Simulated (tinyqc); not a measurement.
Classical Heisenberg spin chain: exact results, Metropolis, heat-bath and over-relaxation steps, and a Monte Carlo run: one step, computed by the program tinyqc.

E = -J sum_i s_i . s_(i+1) for unit vectors s_i on an open chain; K = J/(k_B T).

Task: Four single-spin steps. The given spins are first normalised. Spins 2 and 3 are updated in turn, with h = K (sum of the two neighbours). Heat bath: cos(theta) = 1 + ln(1 - r1 (1 - exp(-2 |h|)))/|h| about n = h/|h|, azimuth 2 pi r2 = phi in the frame a = n x z/|n x z|, b = n x a: s = n cos(theta) + sin(theta)(a cos(phi) + b sin(phi)); r1, r2 are the first two numbers of the row. Steps 2 and 4 are reflections, s -> 2 (s . h) h/|h|^2 - s, which keep the energy and use no random number.

Inputs (values chosen for the exercise, for a model chain of large moments): temperature T = 97.1 K.

Update: heat bath with over-relaxation.

four neighbouring spins (rows; components x, y, z):
$$\begin{pmatrix}
0.1554 & -0.4750 & 0.8661 \\
0.2745 & 0.7061 & -0.6528 \\
-0.9352 & -0.0938 & -0.3414 \\
-0.0875 & -0.8307 & -0.5499
\end{pmatrix}$$

random numbers, one row a step:
$$\begin{pmatrix}
0.5533 & 0.7765 & 0.7638 \\
0.3844 & 0.4781 & 0.1439 \\
0.9615 & 0.7352 & 0.8433 \\
0.6811 & 0.5610 & 0.0568
\end{pmatrix}$$

K = -3.226797

Give: the table «Steps» with the columns |h|, h . s before, h . s after, move, x, y, z.

Result:

Steps:
```
spin    |h|  h . s before  h . s after        move        x        y        z
2     3.545         3.092        2.740   heat bath   0.8520   0.4914   0.1805
3     2.951         1.798        1.798  reflection  -0.0836   0.5459   0.8336
2     5.494        -1.300        2.238   heat bath  -0.6033  -0.7153  -0.3527
3     6.192         4.965        4.965  reflection   0.6610   0.7462  -0.0793
```
